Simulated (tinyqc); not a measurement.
Vertical double-diffused power MOSFET, components of the on-resistance: On-resistance against the temperature.

Stripe cells of pitch Wp + a, two channels a cell. Current flows through the channels, spreads in the accumulation layer, passes the gap between the p bodies and spreads at 45 degrees into the drift layer below them. Low drain voltage, full ionisation.

Triangular field at breakdown with Ec = Kc N^(1/8): BV = eps0 eps_r Ec^2/(2 q N), so N = (eps0 eps_r Kc^2/(2 q BV))^(4/3); W = 2 BV/Ec; mu = mud (T/300 K)^(-bt); rho = 1/(q mu N); ideal resistance rho W. Pitch p = Wp + a, Cox = 3.9 eps0/tox; zero-bias depletion in the gap w0 = sqrt(2 eps0 eps_r Vbi/(q N Nj)), open gap g = a - 2 w0; R_ch = Lc p/(2 mch Cox Vov); R_acc = 0.6 a p/(4 mac Cox Vov), 0.6 being an empirical factor for current leaving the layer along its length; R_gap = (rho/Nj) xp p/g; spreading depth t = min(W, (p - g)/2); R_drift = (rho p/2) ln((g + 2 t)/g) + rho (W - t); R_on = the sum with Rs.

Parameters, values chosen for the exercise; bulk values close to those of 4H silicon carbide: relative permittivity eps_r = 9.64; critical-field constant Kc = 23400 V/cm per (cm^-3)^(1/8); rated breakdown voltage of the drift layer BV = 650 V; drift mobility at 300 K mud = 821 cm^2/(V s); temperature exponent of the drift mobility bt = 2.4; gate oxide thickness (eps_r 3.9) tox = 52 nm; gate overdrive Vov = 9 V; channel mobility mch = 39 cm^2/(V s); accumulation-layer mobility mac = 56 cm^2/(V s); channel length Lc = 0.9 um; width of the p body in one cell, channels included Wp = 5.5 um; gap between neighbouring p bodies a = 3.9 um; depth of the p body xp = 1.6 um; doping of the gap over the drift doping Nj = 3; built-in voltage of the body junction Vbi = 2.99 V; substrate and contact resistance Rs = 0.38 mohm cm^2.

Constants: q = 1.602176634e-19 C, eps0 = 8.8541878128e-14 F/cm where lengths are in cm. Results are converted to the units shown.

The same in every row: R_ch (mohm cm^2) = 1.8148; R_acc (mohm cm^2) = 1.6430.

On-resistance against the temperature:

| T (K) | R_gap (mohm cm^2) | R_drift (mohm cm^2) | R_on (mohm cm^2) | ideal (mohm cm^2) | largest term |
|---|---|---|---|---|---|
| 250 | 0.023797 | 0.10914 | 3.9707 | 0.081121 | channel |
| 290 | 0.033980 | 0.15584 | 4.0276 | 0.11583 | channel |
| 330 | 0.046334 | 0.21249 | 4.0966 | 0.15795 | channel |
| 370 | 0.060975 | 0.27964 | 4.1784 | 0.20786 | channel |
| 410 | 0.078009 | 0.35776 | 4.2736 | 0.26592 | channel |
| 450 | 0.097538 | 0.44732 | 4.3827 | 0.33250 | channel |
| 490 | 0.11966 | 0.54876 | 4.5062 | 0.40789 | channel |

What does the table show?

R_on rises from 3.97 to 4.51 mohm cm^2. The channel term is the largest at T = 250 and in all other rows. R_on is 48.9 times the ideal drift resistance in the first row and 11.0 times in the last. Only the drift mobility depends on T in this model.

Numbers from tinyqc (`OMP_NUM_THREADS=1 python tinyqc.py 2230041 2230042 out.jsonl`; about 0.01 s on one thread of a shared Intel Xeon 2.30GHz).
